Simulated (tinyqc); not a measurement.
Inside a calculation: special k points of the fcc lattice. Values are carried at full precision from step to step, so a last printed digit may differ when a step is redone from the rounded ones.

Lattice vectors in units of a: a1 = (0, 1/2, 1/2), a2 = (1/2, 0, 1/2), a3 = (1/2, 1/2, 0); reciprocal vectors b_i with a_i . b_j = 2 pi delta_ij. Mesh: k = sum_i f_i b_i with f_i = (2 j_i + shift)/(2 N), j_i = 0 .. N-1. The point group of the lattice has 48 operations; only those that map the mesh onto itself are used.

Inputs chosen for the exercise (the lattice of Si, GaAs, Cu and Al; shifted at random, so the results belong to these values and not to a real crystal): N = 4 (points along each reciprocal vector); shift = 0 (half steps); D = 1.1 eV (half gap term); t = 0.17 eV (coupling); e0 = 0.76 eV (offset).

## Irreducible points and weights

Join points that an operation carries into one another (modulo reciprocal vectors); list each class by its first point in the order of (j1, j2, ...).

Irreducible points:
```
f1,f2,f3,weight
0.0000,0.0000,0.0000,1
0.0000,0.0000,0.2500,8
0.0000,0.0000,0.5000,4
0.0000,0.2500,0.2500,6
0.0000,0.2500,0.5000,24
0.0000,0.2500,0.7500,12
0.0000,0.5000,0.5000,3
0.2500,0.5000,0.7500,6
```

operations that keep the mesh = 48
irreducible points = 8

The weights add up to 64 = N^3; symmetry saves a factor 8.0.

## Which stars the mesh integrates

A_m(k) = sum over the m-th star of lattice vectors R of cos(k . R), stars in order of length: m = 1: |R|^2 = 0.5, 12 vectors, such as (1, 0, 0) in the basis a_i; m = 2: |R|^2 = 1, 6 vectors, such as (1, 1, -1) in the basis a_i; m = 3: |R|^2 = 1.5, 24 vectors, such as (2, 0, -1) in the basis a_i; m = 4: |R|^2 = 2, 12 vectors, such as (2, 0, 0) in the basis a_i; m = 5: |R|^2 = 2.5, 24 vectors, such as (2, 1, -1) in the basis a_i; m = 6: |R|^2 = 3, 8 vectors, such as (3, -1, -1) in the basis a_i. The zone mean of every A_m is zero.

Lattice vectors in units of a: a1 = (0, 1/2, 1/2), a2 = (1/2, 0, 1/2), a3 = (1/2, 1/2, 0); f are fractions of the reciprocal vectors. Evaluate the first six A_m at each irreducible point (k . R = 2 pi sum f_i n_i) and form the weighted means.

A_m at the points:
```
,m=1,m=2,m=3,m=4,m=5,m=6
1,12.000,6.000,24.000,12.000,24.000,8.000
2,6.000,0.000,0.000,0.000,-12.000,0.000
3,0.000,-6.000,0.000,12.000,0.000,-8.000
4,4.000,2.000,-8.000,-4.000,8.000,-8.000
5,-2.000,0.000,0.000,0.000,4.000,0.000
6,0.000,-2.000,0.000,-4.000,0.000,8.000
7,-4.000,6.000,-8.000,12.000,-8.000,8.000
8,-4.000,2.000,8.000,-4.000,-8.000,-8.000
```

weighted means: m=1 0.000, m=2 0.000, m=3 0.000, m=4 0.000, m=5 0.000, m=6 0.000

All six means vanish: the mesh is exact for functions whose Fourier series ends within these stars.

## A zone average from the irreducible points

Test function, the lower band of a two-band insulator: E(k) = -sqrt(D^2 + (e0 - t A_1(k))^2).

Lattice vectors in units of a: a1 = (0, 1/2, 1/2), a2 = (1/2, 0, 1/2), a3 = (1/2, 1/2, 0). Evaluate E at each point and take the weighted mean; the reference uses the unshifted mesh with N = 24.

E at the points (eV): -1.6877  -1.1303  -1.3370  -1.1029  -1.5556  -1.3370  -1.8121  -1.8121

weighted mean = -1.4435 eV
reference mean = -1.4439 eV

The error is +0.42 meV with 8 points.

## Checks

- Weighted mean over irreducible points against the plain mean over the whole mesh (eV): both -1.443495.
- Reference mean against a mesh of N = 30 (eV): both -1.4439.

Program tinyqc; command `OMP_NUM_THREADS=1 python tinyqc.py 1680068 1680069 out.jsonl`; about 0.1 s on one thread of a shared Intel(R) Xeon(R) Processor @ 2.30GHz.
